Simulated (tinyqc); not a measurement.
Comparisons within one model: two-band k.p model of the Delta valleys near the X point under shear strain. A value that a table varies takes the place of the one given here.

Valley pair on the [001] axis, kz counted from the X point, c = hbar^2/2m0, k0 = kx0 2 pi/a. H = (c kz^2/ml + c (kx^2 + ky^2)/mt + c k0^2/ml) 1 + (2 c k0 kz/ml) sigma_z + (D exy - 2 c kx ky/Mp) sigma_x, so E = c kz^2/ml + c (kx^2 + ky^2)/mt + c k0^2/ml -/+ sqrt((2 c k0 kz/ml)^2 + (D exy - 2 c kx ky/Mp)^2). Without strain the lower band has its minima, E = 0, at kz = +/- k0. Shifts from diagonal strain are left out.

For |eta| < 1: k_min = k0 sqrt(1 - eta^2), E_min = -Delta eta^2/2, ml(eta) = ml/(1 - eta^2), 1/m[110] = 1/mt + eta/Mp, 1/m[1-10] = 1/mt - eta/Mp. For |eta| > 1 the minimum sits at X: E_min = -Delta (2 |eta| - 1)/2, ml(eta) = ml/(1 - 1/|eta|), and eta is replaced by its sign in the transverse masses. Here Delta = 2 c k0^2/ml and eta = D exy/Delta.

s11 = (C11 + C12)/((C11 - C12)(C11 + 2 C12)), s12 = -C12/((C11 - C12)(C11 + 2 C12)), s44 = 1/C44; exx = s11 sxx + s12 (syy + szz) and cyclic, exy = s44 sxy/2; tension is positive. A uniaxial stress X along the unit vector n is s_ij = X n_i n_j.

Constants: hbar^2/2m0 = 3.80998211 eV angstrom^2; kB = 8.617333262e-05 eV/K.

Inputs chosen for the exercise (near those of Si; shifted at random, so the results belong to these values and not to a real crystal): a = 5.426 angstrom (lattice constant); ml = 0.915 m0 (longitudinal mass); mt = 0.192 m0 (transverse mass); kx0 = 0.156 2 pi/a (distance of the minimum from X); D = 14.1 eV (shear deformation potential); Mp = 0.233 m0 (coupling mass); C11 = 163.4 GPa; C12 = 64.2 GPa; C44 = 80.2 GPa; Xu = 9.6 eV (uniaxial potential); T = 350 K (temperature); exy = 0.0034 (shear strain).

## Sweep of the shear strain

Delta = 2 c k0^2/ml, eta = D exy/Delta.

The minimum:

| exy | eta | k_min/k0 | E_min (meV) | ml(eta) | m[110] | m[1-10] | density-of-states mass |
|---|---|---|---|---|---|---|---|
| 0.0000 | 0.000 | 1.000 | 0.0 | 0.915 | 0.1920 | 0.1920 | 0.323 |
| 0.0019 | 0.099 | 0.995 | -1.3 | 0.924 | 0.1776 | 0.2090 | 0.325 |
| 0.0048 | 0.249 | 0.968 | -8.4 | 0.976 | 0.1593 | 0.2416 | 0.335 |
| 0.0096 | 0.498 | 0.867 | -33.7 | 1.217 | 0.1361 | 0.3257 | 0.378 |
| 0.0145 | 0.752 | 0.659 | -76.9 | 2.108 | 0.1185 | 0.5052 | 0.502 |
| 0.0173 | 0.898 | 0.441 | -109.5 | 4.709 | 0.1104 | 0.7375 | 0.726 |
| 0.0231 | 1.199 | 0.000 | -189.8 | 5.524 | 0.1053 | 1.0911 | 0.859 |
| 0.0308 | 1.598 | 0.000 | -298.4 | 2.445 | 0.1053 | 1.0911 | 0.655 |

How do the results move?

The valleys reach X at eta = 1, that is exy = 0.0193. The shift is quadratic up to eta = 1 (-8.4 meV at eta = 0.25, -33.7 meV at 0.50) and linear beyond, while 1/m[110] rises linearly, taking m[110] from 0.192 to its floor 0.1053, a gain of 82 % in 1/m. ml(eta) diverges at eta = 1; the largest value listed is 5.52. A deformation-potential model with fixed masses misses all of this.

## Tension along [110]: repopulation and mass change

The z valleys move against the x and y valleys by Xu (ezz - exx) and, through the shear, by E_min. Share of the z valleys n = w/(w + 2 exp(dE/kT)), dE the total relative shift, w = sqrt(ml(eta) m[110] m[1-10]/(ml mt^2)). Along [110]: 1/m_c = n/m[110] + (1 - n)(1/ml + 1/mt)/2. Fixed masses means E_min = 0, w = 1, m[110] = mt. Gains are against 3/(1/ml + 2/mt) at a fixed scattering time.

Results:

| X (GPa) | Xu (ezz - exx) (meV) | E_min (meV) | m[110] | m_c fixed masses | m_c with shear | gain fixed (%) | gain with shear (%) |
|---|---|---|---|---|---|---|---|
| 0.00 | 0.0 | 0.0 | 0.1920 | 0.2607 | 0.2607 | 0.0 | 0.0 |
| 0.25 | -12.1 | -0.2 | 0.1858 | 0.2481 | 0.2434 | 5.1 | 7.1 |
| 0.50 | -24.2 | -0.9 | 0.1800 | 0.2361 | 0.2253 | 10.4 | 15.7 |
| 1.00 | -48.4 | -3.6 | 0.1694 | 0.2165 | 0.1927 | 20.4 | 35.3 |
| 1.50 | -72.6 | -8.0 | 0.1600 | 0.2043 | 0.1698 | 27.6 | 53.5 |
| 2.00 | -96.8 | -14.2 | 0.1516 | 0.1978 | 0.1552 | 31.7 | 68.0 |
| 3.00 | -145.2 | -32.0 | 0.1372 | 0.1932 | 0.1375 | 34.9 | 89.6 |

What does this show, and why?

At 1 GPa repopulation alone gives 20.4 % and the shear terms raise it to 35.3 %. From 2 to 3 GPa the fixed-mass gain grows by 3.2 points, towards its ceiling of 35.8 % when all electrons sit in the z valleys, whereas the gain with shear grows by 21.6 points because m[110] keeps falling.

## What each parameter does

Delta = 2 c k0^2/ml, eta = D exy/Delta. Each row changes one parameter from the base and keeps the others.

Results:

| case | eta | E_min (meV) | ml(eta) (m0) | m[110] (m0) | m[1-10] (m0) |
|---|---|---|---|---|---|
| base | 0.1764 | -4.23 | 0.9444 | 0.1676 | 0.2247 |
| ml = 0.85095 m0 | 0.1641 | -3.93 | 0.8745 | 0.1691 | 0.2220 |
| mt = 0.20544 m0 | 0.1764 | -4.23 | 0.9444 | 0.1778 | 0.2433 |
| kx0 = 0.16692 2 pi/a | 0.1541 | -3.69 | 0.9373 | 0.1704 | 0.2199 |
| D = 13.113 eV | 0.1641 | -3.66 | 0.9403 | 0.1691 | 0.2220 |
| Mp = 0.24931 m0 | 0.1764 | -4.23 | 0.9444 | 0.1690 | 0.2222 |
| exy = 0.00364 | 0.1889 | -4.85 | 0.9488 | 0.1661 | 0.2274 |

How do the results move?

The largest shifts from the base row, up to three for each result and ties (the steps differ in size, so this ranks the rows, not the parameters). eta: kx0 -0.0223, exy +0.0125, ml -0.0123, D -0.0123; unchanged at the printed digits by mt and Mp. E_min (meV): exy -0.62, D +0.57, kx0 +0.54; unchanged at the printed digits by mt and Mp. ml(eta) (m0): ml -0.0699, kx0 -0.0071, exy +0.0045; unchanged at the printed digits by mt and Mp. m[110] (m0): mt +0.0102, kx0 +0.0027, ml +0.0015, D +0.0015, exy -0.0015. m[1-10] (m0): mt +0.0186, kx0 -0.0047, exy +0.0027.

Computed by tinyqc, a small Python program: `OMP_NUM_THREADS=1 python tinyqc.py 1051415 1051416 out.jsonl` (the numbers bound the seed that draws the inputs); one thread of a shared host (Intel(R) Xeon(R) Processor @ 2.30GHz), about 0.01 s for the whole set of steps.
